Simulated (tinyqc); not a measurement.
Deformation-potential model of the Delta valleys of a conduction band: one step. Conductivity mass tensor.

Valleys with axes along x, y and z, each a pair at +k and -k. Herring-Vogt shift of a valley with unit axis a: dE = Xd tr(e) + Xu a.e.a. Non-degenerate shares n_i = exp(-dE_i/kT)/sum_j exp(-dE_j/kT). Inverse mass tensor of a valley: (1 - a a)/mt + a a/ml; the masses are taken as independent of strain.

Values chosen for the exercise (out of a larger set: near those of Si; not measured data): ml = 0.915 m0 (longitudinal mass); mt = 0.183 m0 (transverse mass).

shares: x 0.010048, y 0.010048, z 0.979904

Problem. With one scattering time for all valleys the conductivity goes as M = sum_i n_i (inverse mass tensor of valley i); along the unit vector u, 1/m_c = u.M.u. Without stress 1/m_c = (1/ml + 2/mt)/3. Take u along [1-10].

Give: M; m_c along [1-10]; m_c without stress.

Solution.

M (1/m0):
```
       x      y      z
x  5.421  0.000  0.000
y  0.000  5.421  0.000
z  0.000  0.000  1.181
```

m_c along [1-10] = 0.1845 m0
m_c without stress = 0.2495 m0

The repopulation alone changes the mobility along [1-10] by +35.3 %; with all electrons in the valleys lightest or heaviest along this direction it would change by +36 or -18 %.

tinyqc: `OMP_NUM_THREADS=1 python tinyqc.py 1080662 1080663 out.jsonl`; about 0.02 s, one thread, shared Intel(R) Xeon(R) Processor @ 2.30GHz.
